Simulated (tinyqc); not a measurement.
Stretching all distances: RHF, UHF, MP2, CISD and CCSD against full CI in the sto-6g basis, for H4, spin multiplicity 1. Computed by the program tinyqc with PySCF. 

Geometry (angstrom):
```
atom,x,y,z
H,0.0000,0.0000,0.0000
H,0.0000,0.0000,0.7660
H,0.0000,0.9080,0.0000
H,0.0000,0.9080,0.7660
```

All coordinates are multiplied by the scale. c0^2 is the weight of the RHF determinant in the lowest singlet FCI state (UHF is spin-contaminated and may lie near states of higher spin) and n(LUMO) the first natural occupation beyond the occupied space.

Full CI energy (hartree) and errors against it (kcal/mol):
```
scale,distance 1-2 (angstrom),E(FCI),RHF,UHF,MP2,CISD,CCSD,<S^2> UHF,c0^2,n(LUMO)
0.920,0.705,-1.77860,37.409,33.235,15.094,0.575,-0.012,0.446,0.935,0.110
1.210,0.927,-2.00382,53.693,39.937,23.500,1.578,-0.056,0.707,0.893,0.170
1.500,1.149,-2.03594,75.218,42.321,34.857,3.860,-0.191,0.972,0.833,0.251
1.800,1.379,-2.00618,104.130,38.665,49.845,8.698,-0.505,1.274,0.752,0.352
2.090,1.601,-1.96542,138.644,29.627,66.744,16.864,-0.981,1.561,0.659,0.461
2.380,1.823,-1.93152,178.016,19.075,83.790,28.050,-1.455,1.769,0.562,0.572
2.670,2.045,-1.90918,218.920,10.723,97.394,22.093,-1.666,1.889,0.474,0.675
```

UHF lies below RHF over the whole range. The weight c0^2 goes from 0.93 to 0.47 and n(LUMO) from 0.11 to 0.68: static correlation grows as the bonds break into open-shell fragments. The spread of the error along the curve, which distorts its shape, is CCSD 1.7, CISD 27.5, UHF 31.6, MP2 82.3, RHF 181.5 kcal/mol. Below FCI somewhere: CCSD, as non-variational methods may be.
